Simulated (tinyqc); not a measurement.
What each parameter does: configuration-coordinate model of carrier capture at a defect.

Two parabolas of equal curvature k in one coordinate Q: with the carrier free at the band edge, U_f = k Q^2/2; with the carrier trapped, U_t = k (Q - dQ)^2/2 - ET. ER = k dQ^2/2, Huang-Rhys factor S = ER/hw, hw = 0.0646541 sqrt(k/M) eV for k in eV/angstrom^2 and M in u. The curves cross at a height Eb = (ER - ET)^2/(4 ER) above the free minimum.

Multiphonon factor for giving p = ET/hw phonons to the lattice: W = exp(-S (2 nb + 1)) ((nb + 1)/nb)^(p/2) I_p(x), nb = 1/(exp(hw/kT) - 1), x = 2 S sqrt(nb (nb + 1)), I_p the modified Bessel function. Classical limit: W = hw exp(-Eb/kT)/sqrt(4 pi ER kT). At T = 0: exp(-S) S^p/Gamma(p + 1).

Constants: kB = 8.617333262e-05 eV/K.

Inputs chosen for the exercise (of the size met at a vacancy centre in SiC; the results hold for these values, not for the real material): ET = 0.91 eV (thermal depth of the level below the band edge); ER = 0.48 eV (relaxation energy); hw = 0.046 eV (phonon energy of the mode); T = 200 K (temperature).

Eb, log10 W and the full width 2.35482 sqrt(ER hw coth(hw/2kT)). Each row changes one parameter from the base and keeps the others.

Results:
```
case            Eb (eV)  log10 W  full width (eV)
base             0.0963   -2.362           0.3751
ET = 0.95 eV     0.1151   -2.601           0.3751
ER = 0.53 eV     0.0681   -2.014           0.3941
hw = 0.0552 eV   0.0963   -2.147           0.3992
T = 230 K        0.0963   -2.313           0.3861
```

The largest shifts from the base row, up to three for each result and ties (the steps differ in size, so this ranks the rows, not the parameters). Eb (eV): ER -0.0282, ET +0.0187; unchanged at the printed digits by hw and T. log10 W: ER +0.348, ET -0.239, hw +0.216. full width (eV): hw +0.0241, ER +0.0191, T +0.0111; unchanged at the printed digits by ET.

Program tinyqc; command `OMP_NUM_THREADS=1 python tinyqc.py 1482759 1482760 out.jsonl`; about 0.01 s on one thread of a shared Intel(R) Xeon(R) Processor @ 2.30GHz.
